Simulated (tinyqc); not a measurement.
Scale length and length offset from two DIBL values.

Question. DIBL = exp(-Le/(2 l)) + 2 exp(-Le/l) with Le = L - dL. Find l, dL and the drawn length for a DIBL of 100 mV/V.

DIBL at drawn lengths 42 and 65 nm (mV/V): [62.535268, 11.109944]

Solution. With e = exp(-Le/(2 l)), 2 e^2 + e = DIBL gives e and so Le/l at each length; Le/l is a straight line in L with slope 1/l.

l = 7.00 nm
dL = 1.70 nm
length for 100 mV/V = 36.1 nm

Numbers from tinyqc (`OMP_NUM_THREADS=1 python tinyqc.py 2002105 2002106 out.jsonl`; about 0.01 s on one thread of a shared Intel Xeon 2.30GHz).
